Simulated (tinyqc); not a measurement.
Capacitance measurement on a leaky thin oxide: effects of series resistance and leakage: one step of the calculation.

The device is a capacitance C in parallel with a leakage conductance G, in series with Rs and Ls. An impedance meter reports either a parallel pair (Cp, Gp) from Y = 1/Z = Gp + i w Cp or a series pair (Cs, Rm) from Z = Rm + 1/(i w Cs); w = 2 pi f, dissipation D = Gp/(w |Cp|).

Question. What the meter reports. Z = Rs + i w Ls + 1/(G + i w C).

Inputs (values chosen for the exercise); values of the order met in thin-oxide MOS capacitors:
```
symbol,value,unit,meaning
Rs,8.1,ohm,series resistance
Ls,11,nH,series inductance
f,50000,Hz,measuring frequency
```

C = 145.23321 pF
G = 216.66667 uS

Wanted: Z; Cp; Gp; Cs; D.

Answer.

Z = (4.428-0.931i) x 1e3 ohm
Cp = 144.7 pF
Gp = 216.3 uS
Cs = 3420 pF
D = 4.757

Cp is 0.35 % below C and Cs is 23.6 times it; G Rs = 0.00175, w C Rs = 3.70e-4 and G/(w C) = 4.75.

tinyqc, about 0.01 s, one thread, Intel Xeon 2.30GHz (shared host): `OMP_NUM_THREADS=1 python tinyqc.py 2022008 2022009 out.jsonl`
